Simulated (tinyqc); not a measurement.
Inside a calculation. Model: four-point probe, van der Pauw, Hall and spreading-resistance readings of a semiconductor layer. Computed by tinyqc, a small Python program that keeps every step. Command: `OMP_NUM_THREADS=1 python tinyqc.py 3112815 3112816 out.jsonl probe walk`. One thread of a shared host (Intel(R) Xeon(R) Processor @ 2.30GHz), about 0.01 s of CPU time with the checks. Intermediate numbers are printed to about 6 digits and carried at full precision; extremes and crossings named in words are read from the listed rows.

The layer is uniform and ohmic; contacts are points unless a radius is given.

Inputs (values chosen for the exercise, modelled on n-type silicon): carrier density n = 3.5e+14 1/cm^3; drift mobility mu = 1230 cm^2/(V s); layer thickness t = 61 micrometre; probe spacing s = 1 mm; current I = 0.01 mA; side ratio a/b of the van der Pauw rectangle = 1.3; magnetic field B = 0.43 T; Hall factor r_H = 1.2; wafer diameter over spacing D/s = 130.

Backing of the layer: insulating.

Constants: e = 1.602176634e-19 C.

## Resistivity and sheet resistance

rho = 1/(e n mu); R_s = rho/t.

resistivity rho = 14.4983 ohm cm

sheet resistance R_s = 2376.77 ohm/square

## Four-point voltage

Collinear probes with equal spacing on a layer with insulating backing: images at depth 2 m t give V = (rho I/(2 pi s)) G, G = 1 + 4 sum_(m>=1) [1/sqrt(1 + (2 m u)^2) - 1/sqrt(4 + (2 m u)^2)], u = t/s; the sum runs to m = 20000, with the tail 3/(32 u^3 M^2) added to the sum for M = 20000. Limits: thick, rho = 2 pi s V/I; thin on an insulator, rho = (pi/ln 2) t V/I.

t/s = 0.061

G = 22.7261

voltage V = 5.24399 mV

rho by the thick formula = 329.490 ohm cm

rho by the thin formula = 14.4983 ohm cm

The thick formula is off by +2172.6 % and the thin one by 0.0 %.

## Thickness correction

The last two columns give rho(formula)/rho for rho = 2 pi s V/I and rho = (pi/ln 2) t V/I.

Correction against t/s:
```
t/s        G  thick formula  thin formula
0.1  13.8629        13.8629       1.00000
0.2   6.9315         6.9315       1.00000
0.3   4.6211         4.6211       1.00003
0.5   2.7799         2.7799       1.00264
0.7   2.0175         2.0175       1.01871
1.0   1.5045         1.5045       1.08524
1.5   1.1973         1.1973       1.29547
2.0   1.0939         1.0939       1.57814
3.0   1.0306         1.0306       2.23037
5.0   1.0070         1.0070       3.63194
```

The thin formula holds to 1 % up to t/s = 0.5 and the thick one holds to 1 % from t/s = 5.

## Finite wafer

For a thin circular wafer probed at its centre, R_s = C V/I with C = pi/(ln 2 + ln[((D/s)^2 + 3)/((D/s)^2 - 3)]).

factor C = 4.53004

error if pi/ln 2 is used = 0.0512199 %

## The two van der Pauw resistances

Thin rectangle with point contacts at the corners; for R_B current and voltage contacts lie along the two sides of length a, for R_A along those of length b: exp(-pi R_A/R_s) = (theta_4/theta_3)^4, exp(-pi R_B/R_s) = (theta_2/theta_3)^4 with q = exp(-pi a/b), theta_2 = 2 sum_(m>=0) q^((m + 1/2)^2), theta_3 = 1 + 2 sum_(m>=1) q^(m^2), theta_4 = 1 + 2 sum_(m>=1) (-1)^m q^(m^2).

R_A = 203.907 ohm

R_B = 1091.58 ohm

ratio R_B/R_A = 5.35332

## Solving the van der Pauw equation

Solve exp(-pi z R_A) + exp(-pi z R_B) = 1 for z = 1/R_s by seven Newton steps from z = 2 ln 2/(pi (R_A + R_B)); f = R_s 2 ln 2/(pi (R_A + R_B)).

Steps:
```
step  1/z (ohm)  left side less 1
0       2935.80       1.14924e-01
1       2419.58       9.75988e-03
2       2377.14       8.54970e-05
3       2376.77       6.69104e-09
4       2376.77                 0
5       2376.77                 0
6       2376.77                 0
```

R_s found = 2376.77 ohm/square

correction f = 0.809580

Averaging R_A and R_B without f would overstate R_s by 23.5 %.

## Hall reading

V_H = r_H I B/(e n t); apparent density n/r_H; Hall mobility r_H mu; Hall angle tan = r_H mu B (SI).

Hall voltage = 1.50849 mV

apparent density = 2.91667e+14 1/cm^3

Hall mobility = 1476 cm^2/(V s)

tangent of the Hall angle = 0.063468

Checks made by the program: thin limit of G, 2 ln 2/u at u = 0.02 (relative difference below 1e-10); R_s recovered (relative difference below 1e-10).
